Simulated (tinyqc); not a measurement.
Five forms on the same table: equation-of-state fits to an energy-volume table made by a known binding curve. Computed by tinyqc, a small Python program. Command: `OMP_NUM_THREADS=1 python tinyqc.py 3005877 3005878 out.jsonl eosfit walk`. One thread of a shared host (Intel(R) Xeon(R) Processor @ 2.30GHz), about 0.02 s of CPU time with the checks.

With x = (V/V_0)^(1/3), the energy per atom is E = D [exp(-2 eta (x - 1)) - 2 exp(-eta (x - 1))], so that B0 = 2 D eta^2/(9 V_0) and B' = 1 + eta. B' = dB/dP at P = 0.

Inputs (values chosen for the exercise, for a model crystal):
```
quantity,value,unit
cohesive energy D,3.33,eV/atom
true volume V_0,13.5,angstrom^3/atom
stiffness eta,3.33,-
half-width of the volume window w,0.06,-
shift of the window centre s,-0.0075,-
points N,5,-
compression V/V_0 for the pressure test,0.75,-
noise amplitude,0.036,meV
```

Binding curve: Morse. Noise: added.

Constants: 1 eV/angstrom^3 = 160.2176634 GPa.

Method:
- B0 and B' from the formulas above; P = -dE/dV at V = c V_0 (c the compression chosen), from the curve itself.
- Table: V_j = V_0 [1 + s + w (2 j/(N - 1) - 1)], j = 0..N-1, rounded to 0.001; E_j from the curve plus the noise amplitude times the listed numbers xi_j (xi_0 first), rounded to 1e-7 eV.
- Murnaghan: E = E0 + (B0 V/B') [(V0/V)^B'/(B' - 1) + 1] - B0 V0/(B' - 1), P = (B0/B') [(V0/V)^B' - 1].
- Birch-Murnaghan: E = E0 + (9 V0 B0/16) [y^3 B' + y^2 (2 - 4 y)], y = (V0/V)^(2/3) - 1; P = (3 B0/2) (x^7 - x^5) [1 + (3/4)(B' - 4)(x^2 - 1)], x = (V0/V)^(1/3).
- Vinet: E = E0 + (9 B0 V0/h^2) {1 + [h (1 - x) - 1] exp(h (1 - x))}, P = 3 B0 (1 - x) x^-2 exp(h (1 - x)), x = (V/V0)^(1/3), h = (3/2)(B' - 1).
- All are least-squares fits to the energies; for polynomials in V, B0 = V E'' and B' = -1 - V E'''/E'' at the minimum.

numbers xi_j, drawn evenly from -1 to 1: [-0.6544, -0.5938, -0.5931, 0.1527, -0.7762]

exact B0 = 97.3861 GPa

exact B' = 4.33

exact pressure at c V_0 = 51.2958 GPa

Table:
```
V (angstrom^3),E (eV)
12.589,-3.3088870
12.994,-3.3238540
13.399,-3.3297886
13.804,-3.3279949
14.209,-3.3196993
```

Fitted values:
```
form,V0 (angstrom^3),B0 (GPa),B',P at c V_0 (GPa)
exact,13.500,97.39,4.3300,51.296
parabola in V,13.534,102.46,-1.0000,-
cubic in V,13.498,98.10,4.6673,-
Murnaghan,13.499,97.02,4.3963,56.091
Birch-Murnaghan,13.499,97.15,4.4391,53.211
Vinet,13.499,97.21,4.4591,51.901
```

What does the comparison show, and why?

In B0 the Vinet form comes closest (-0.18 %) and the parabola in V form misses most (+5.21 %). A parabola in V has no third derivative, so its B' is -1 by construction. At c V_0, beyond the window, the pressure errors are Murnaghan +9.3 %, Birch-Murnaghan +3.7 %, Vinet +1.2 %; Murnaghan keeps B linear in P and so runs too stiff under compression.

Extremes, crossings and ranges named in words are read from the listed rows.
